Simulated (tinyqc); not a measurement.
Thin-film optics by transfer matrices: sweeps and comparisons. A value that a table varies takes the place of the one given here.

Indices N = n + i k. Snell: N0 sin(theta) = N_j sin(theta_j), with Im(N_j cos theta_j) >= 0. Admittance y_j = N_j cos theta_j for s and N_j/cos theta_j for p. Phase delta_j = 2 pi N_j cos theta_j d_j/lambda. Layer matrix [[cos delta, -i sin delta/y], [-i y sin delta, cos delta]], multiplied from the top down to M. (B, C) = M (1, y_sub); r = (y0 B - C)/(y0 B + C), R = |r|^2, T = 4 Re y0 Re y_sub/|y0 B + C|^2, absorbed in the films 1 - R - T.

Ellipsometry: rho = tan(Psi) exp(i Delta) = -conj(r_p/r_s) with the r of the admittance formula, Delta in 0 to 360 degrees, so that a bare dielectric at small angles gives Delta = 180.

Parameters, chosen for this exercise (indices near those of SiO2 on Cu; shifted at random, so the results belong to these values and not to a real crystal): lam = 365 nm (vacuum wavelength); n0 = 1 (ambient index); n = (1.493, 1.285) (n of SiO2, substrate); k = (0, 1.866) (k in the same order); d = (10) nm (thicknesses, top first); theta = 70 degrees (angle of incidence); pol = s (polarisation).

## Swing curve: thickness of the top film

The first entry of d takes the values listed.

Stack:

| d_1 (nm) | R | T | absorbed |
|---|---|---|---|
| 10.0 | 0.7032 | 0.2968 | 0.0000 |
| 36.2 | 0.3873 | 0.6127 | 0.0000 |
| 62.4 | 0.0605 | 0.9395 | 0.0000 |
| 88.7 | 0.5536 | 0.4464 | 0.0000 |
| 114.9 | 0.7486 | 0.2514 | 0.0000 |
| 141.1 | 0.7798 | 0.2202 | 0.0000 |
| 167.3 | 0.7032 | 0.2968 | 0.0000 |
| 193.5 | 0.3873 | 0.6127 | 0.0000 |
| 219.7 | 0.0605 | 0.9395 | 0.0000 |
| 246.0 | 0.5536 | 0.4464 | 0.0000 |
| 272.2 | 0.7486 | 0.2514 | 0.0000 |
| 298.4 | 0.7798 | 0.2202 | 0.0000 |
| 324.6 | 0.7033 | 0.2967 | 0.0000 |

R swings between 0.0605 and 0.7798 on these points. The period is lambda/(2 Re(N_1 cos theta_1)) = 157.3 nm, six rows. The film does not absorb, so the swing repeats exactly. The swing ratio (max - min)/mean is 1.30.

## Angle of incidence

Both polarisations.

Stack:

| theta (degrees) | R_s | R_p | Psi | Delta |
|---|---|---|---|---|
| 0 | 0.3448 | 0.3448 | 45.00 | 180.00 |
| 15 | 0.3585 | 0.3337 | 43.97 | 176.27 |
| 30 | 0.4012 | 0.3031 | 41.00 | 164.48 |
| 45 | 0.4778 | 0.2641 | 36.63 | 142.47 |
| 55 | 0.5515 | 0.2483 | 33.86 | 120.08 |
| 60 | 0.5961 | 0.2509 | 32.97 | 106.08 |
| 65 | 0.6466 | 0.2671 | 32.73 | 90.26 |
| 70 | 0.7032 | 0.3049 | 33.36 | 72.97 |
| 75 | 0.7665 | 0.3763 | 35.02 | 54.81 |
| 80 | 0.8368 | 0.4989 | 37.67 | 36.41 |
| 85 | 0.9145 | 0.6969 | 41.12 | 18.12 |

R_s and R_p agree at normal incidence (0.3448). R_p is lowest at 55 degrees of those listed (0.2483), where R_s = 0.5515; the top face alone would stop reflecting p light at arctan(n/n0) = 56.2 degrees, while the layers and the substrate below set where the minimum falls. R_s rises steadily with the angle.

## Sensitivity of the reflectance

R for both polarisations. Each row changes one parameter from the base and keeps the others.

Results:

| case | R_s | R_p | T_s |
|---|---|---|---|
| base | 0.7032 | 0.3049 | 0.2968 |
| d = (15) nm | 0.6694 | 0.3288 | 0.3306 |
| n = (1.523, 1.285) | 0.6995 | 0.3055 | 0.3005 |
| k = (0, 2.063) | 0.7357 | 0.3358 | 0.2643 |
| lam = 370 nm | 0.7040 | 0.3042 | 0.2960 |
| theta = 75 degrees | 0.7665 | 0.3763 | 0.2335 |

The largest shifts from the base row, up to three for each result and ties (the steps differ in size, so this ranks the rows, not the parameters). R_s: theta +0.0633, d -0.0338, k +0.0325. R_p: theta +0.0714, k +0.0309, d +0.0239. T_s: theta -0.0633, d +0.0338, k -0.0325.

Program tinyqc; command `OMP_NUM_THREADS=1 python tinyqc.py 1681329 1681330 out.jsonl`; about 0.02 s on one thread of a shared Intel(R) Xeon(R) Processor @ 2.30GHz.
